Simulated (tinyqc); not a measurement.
ROHF in the sto-3g basis, for H3, spin multiplicity 2, step by step. One step of it, computed by the program tinyqc.

Task: Iteration 3: diagonalisation and new density. Diagonalise F' = X^T F X, C = X C', fill 2 alpha and 1 beta electrons from the bottom; D(s) = C_occ C_occ^T. Each column has its largest component positive (the first on a tie).

extrapolated F (hartree), order 1H 1s, 2H 1s, 3H 1s:
```
[[-0.381195, -0.590547, -0.443893],
 [-0.590547, -0.381087, -0.443666],
 [-0.443893, -0.443666, -0.243110]]
```

X, order 1H 1s, 2H 1s, 3H 1s:
```
[[1.216303, -0.287615, -0.238382],
 [-0.287615, 1.216108, -0.238042],
 [-0.238382, -0.238042, 1.185991]]
```

Give: F' = X^T F X; orbital energies; coefficients C; D(alpha) after iteration 3; D(beta) after iteration 3.

Result:

F' = X^T F X (hartree):
```
[[0.0005, -0.4732, -0.2557],
 [-0.4732, 0.0003, -0.2552],
 [-0.2557, -0.2552, 0.0493]]
```

orbital energies (hartree): [-0.6575, 0.2340, 0.4736]

coefficients C, order 1H 1s, 2H 1s, 3H 1s:
```
[[0.4763, -0.5096, 1.0642],
 [0.4762, -0.5124, -1.0626],
 [0.2399, 1.2093, -0.0021]]
```

D(alpha) after iteration 3, order 1H 1s, 2H 1s, 3H 1s:
```
[[0.4865, 0.4879, -0.5020],
 [0.4879, 0.4893, -0.5054],
 [-0.5020, -0.5054, 1.5201]]
```

D(beta) after iteration 3, order 1H 1s, 2H 1s, 3H 1s:
```
[[0.2268, 0.2268, 0.1142],
 [0.2268, 0.2267, 0.1142],
 [0.1142, 0.1142, 0.0575]]
```
